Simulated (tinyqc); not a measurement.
On-chip power grid, static voltage drop by conjugate gradients: two steps of the calculation.

A grid of 3 rows and 4 columns, node k = 4 row + column. Neighbours in a row are joined by Rx, in a column by Ry; pad nodes, which reach the supply through Rp: 0. Each node draws I0, node 11 draws kh I0. The drops u = Vdd - V solve G u = i, with G the conductance matrix (1/Rp added on the diagonal at pad nodes).

Parameters, values chosen for the exercise:

| symbol | value | unit | meaning |
|---|---|---|---|
| Vdd | 0.65 | V | supply voltage |
| Rx | 1.5 | ohm | resistance of a horizontal segment |
| Ry | 0.32 | ohm | resistance of a vertical segment |
| Rp | 0.078 | ohm | resistance from a pad node to the supply |
| I0 | 3.1 | mA | load current of an ordinary node |
| kh | 1 |  | factor on the load at the hot node |

Task 1. Diagonal of G, loads and first direction. G_kk = sum of the conductances at node k. Start u = 0, so the residual is r = i; p = r.

Give: G_kk; r at the start; p at the start.

Result 1.

G_kk (S):
```
,col 0,col 1,col 2,col 3
row 0,16.612,4.4583,4.4583,3.7917
row 1,6.9167,7.5833,7.5833,6.9167
row 2,3.7917,4.4583,4.4583,3.7917
```

r at the start (mA):
```
,col 0,col 1,col 2,col 3
row 0,3.1000,3.1000,3.1000,3.1000
row 1,3.1000,3.1000,3.1000,3.1000
row 2,3.1000,3.1000,3.1000,3.1000
```

p at the start (mA):
```
,col 0,col 1,col 2,col 3
row 0,3.1000,3.1000,3.1000,3.1000
row 1,3.1000,3.1000,3.1000,3.1000
row 2,3.1000,3.1000,3.1000,3.1000
```

Task 2. Worst drop, pad currents and power lost. Pad current u/Rp; worst drop as a share of Vdd; power lost in the grid and pads sum_k i_k u_k; power delivered sum_k i_k (Vdd - u_k).

converged u (mV):
```
,col 0,col 1,col 2,col 3
row 0,2.901600,21.702465,31.691842,36.441756
row 1,9.802749,22.590249,31.817594,36.463070
row 2,12.983898,23.245533,31.928811,36.483420
```

Find: worst drop; share of Vdd; pad currents; power lost; power delivered.

Result 2.

worst drop = 36.48 mV
share of Vdd = 5.613 %
pad currents (mA): node 0 37.20
power lost = 0.9240 mW
power delivered = 23.26 mW

The pad currents add up to the total load, 37.20 mA. The worst drop is at node 11.

Program tinyqc, `OMP_NUM_THREADS=1 python tinyqc.py 2770170 2770171 out.jsonl`; Intel Xeon 2.30GHz, shared host, one thread, about 0.3 s.
